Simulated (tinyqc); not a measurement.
Bandgap voltage reference from two bipolar transistors: effect of the area ratio of the second transistor.

Two transistors of area 1 and N carry the same current I. Is(T) = Is (T/T0)^eta exp[(Vg0 q/kB)(1/T0 - 1/T)], VBE1 = Vt ln(I/Is(T)) + I rb, VBE2 = Vt ln(I/(N Is(T))) + I rb/N. The amplifier forces I R1(T) = VBE1 - VBE2 + Vos, with R(T) = R (1 + tc (T - T0)) for both resistors, and the output is Vref = VBE1 + I R2(T). Base currents and the Early effect are neglected.

Vt = kB T/q; I = (Vt ln N + Vos)/(R1(T) - rb (1 - 1/N)). Box coefficient: span of Vref between 233 and 398 K over its average over T and over 165 K. The last column is the R2 that gives zero slope at T0.

Values chosen for this exercise; values of the order met in silicon bipolar transistors:
- T0 = 300 K (reference temperature)
- Vg0 = 1.191 V (band-gap voltage extrapolated to 0 K)
- eta = 3.1 (temperature exponent of the saturation current)
- Is = 6.1e-18 A (saturation current of the unit transistor at T0)
- R1 = 10 kohm (resistor across which the difference of VBE falls, at T0)
- tc = 0 ppm/K (temperature coefficient of both resistors)
- Vos = 0 mV (offset of the amplifier)
- rb = 100 ohm (series resistance of the unit transistor)
- R2 = 93.45 kohm (output resistor at T0)

Constants: q = 1.602176634e-19 C, kB = 1.380649e-23 J/K. Results are converted to the units shown.

Result of one run:
```
N  I at T0 (uA)  Vref at T0 (V)  slope at T0 (uV/K)  box coefficient (ppm/K)  R2 for zero slope (kohm)
2         1.801          0.8513               -1313                     1591                     312.2
```

What becomes of these results when the area ratio of the second transistor N is changed from 2 to 100, all else the same?

Result of the changed run:
```
N    I at T0 (uA)  Vref at T0 (V)  slope at T0 (uV/K)  box coefficient (ppm/K)  R2 for zero slope (kohm)
100         12.02           1.857                2038                     1076                     42.60
```

The whole series:
```
N    I at T0 (uA)  Vref at T0 (V)  slope at T0 (uV/K)  box coefficient (ppm/K)  R2 for zero slope (kohm)
2           1.801          0.8513               -1313                     1591                     312.2
4           3.611           1.039              -689.1                    677.7                     150.7
8           5.423           1.219              -88.90                    78.84                     98.37
15          7.067           1.379               446.4                    317.2                     74.50
24          8.295           1.498               843.4                    553.6                     62.95
48          10.11           1.673                1425                    837.1                     51.14
100         12.02           1.857                2038                     1076                     42.60
```

As N goes from 2 to 100, Vref rises from 0.8513 to 1.857 V and the box coefficient goes from 1590 through a minimum of 78.8 (at N = 8 among the rows listed) to 1080 ppm/K. A larger N needs a smaller R2/R1, which lowers the gain seen by offset and noise.

Computed by the program tinyqc: `OMP_NUM_THREADS=1 python tinyqc.py 2062131 2062132 out.jsonl`, one thread of a shared Intel Xeon 2.30GHz, about 0.02 s for the whole run.
